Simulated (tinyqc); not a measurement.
Rate against temperature: collinear exchange A + BC -> AB + C on a London-Eyring-Polanyi-Sato surface: saddle, string of images and rate. Computed by tinyqc, a small Python program. Command: `OMP_NUM_THREADS=1 python tinyqc.py 3114312 3114313 out.jsonl leps walk`. One thread of a shared host (Intel(R) Xeon(R) Processor @ 2.30GHz), about 0.03 s of CPU time with the checks.

x = r(AB), y = r(BC), r(AC) = x + y. V is counted from separated atoms, the barrier from A + BC, that is V + D(BC).

Inputs (values chosen for the exercise, bond data loosely for abstraction of hydrogen from a Si-H bond by a hydrogen atom; the barrier is not fitted): D(AB) = 4.83 eV; r0(AB) = 0.742 angstrom; beta(AB) = 1.94 1/angstrom; D(BC) = 4.01 eV; r0(BC) = 1.48 angstrom; beta(BC) = 1.52 1/angstrom; D(AC) = 4.03 eV; r0(AC) = 1.48 angstrom; beta(AC) = 1.52 1/angstrom; Sato parameter S = 0.17; mass of A = 1.008 u; mass of B = 1.008 u; mass of C = 28.09 u; temperature T = 900 K; step of the string = 0.02 angstrom^2/eV.

Constants: nu for 1 eV/(angstrom^2 u) = 15.6333042 THz; h x 1 THz = 4.135667696 meV; k_B = 1.380649e-23 J/K; u = 1.6605390666e-27 kg; k_B = 8.617333262e-05 eV/K.

Method:
- For each pair, with u = exp(-beta (r - r0)): Q = D [(3 + S) u^2 - (2 + 6 S) u]/(4 (1 + S)), J = D [(1 + 3 S) u^2 - (6 + 2 S) u]/(4 (1 + S)); V = Q1 + Q2 + Q3 - sqrt(((J1 - J2)^2 + (J2 - J3)^2 + (J3 - J1)^2)/2).
- String of 9 images between the fixed ends (r0(AB) + 2, r0(BC)) and (r0(AB), r0(BC) + 2), started on the two straight legs through (r0(AB) + 0.3, r0(BC) + 0.3): each iteration moves the inner images by -step x gradient (central differences) and spaces them evenly again along the broken line (coordinates are kept between 0.2 and 8 angstrom); stop when no coordinate changes by more than 1e-5 angstrom, at most 400 iterations.
- From the highest inner image, z -> z - H^-1 g with gradient g and Hessian H by central differences, steps capped at 0.15 angstrom, 12 steps.
- Wilson matrix G = [[1/m_A + 1/m_B, -1/m_B], [-1/m_B, 1/m_B + 1/m_C]]; eigenvalues lambda of G H give nu = 15.6333042 THz x sqrt(|lambda|), the negative one being imaginary. Reactant: nu_BC from k = 2 D beta^2 and 1/m_B + 1/m_C. Skew angle: cos = sqrt(m_A m_C/((m_A + m_B)(m_B + m_C))).
- One-dimensional rate constant without tunnelling, k = sqrt(k_B T/(2 pi mu)) [sinh(h nu_BC/(2 k_B T))/sinh(h nu_s/(2 k_B T))] exp(-barrier/(k_B T)) with mu = m_A (m_B + m_C)/(m_A + m_B + m_C); Wigner factor 1 + (h nu_i/(k_B T))^2/24; adiabatic barrier = barrier + h (nu_s - nu_BC)/2.

nu_BC = 68.2193 THz

real frequency at the saddle = 37.5481 THz

barrier = 0.164901 eV

imaginary frequency = 39.7159 THz

adiabatic barrier = 0.101478 eV

Rates; the last column is k_B T^2 d ln k/dT:
```
T (K)    k (cm/s)  Wigner factor  activation energy (eV)
300    1.2629e+03         2.6820                 0.11478
400    3.9234e+03         1.9461                 0.12037
550    1.0529e+04         1.5004                 0.13053
750    2.2790e+04         1.2691                 0.14561
1000   4.1362e+04         1.1514                 0.16414
1400   7.4215e+04         1.0772                 0.19089
2000   1.2407e+05         1.0378                 0.22571
```

What follows from these numbers?

The activation energy goes from 0.115 eV at 300 K, near the adiabatic barrier plus k_B T/2 (0.114), to 0.226 eV at 2000 K; the classical limit is the barrier plus k_B T/2 (0.251).

Extremes, crossings and ranges named in words are read from the listed rows.
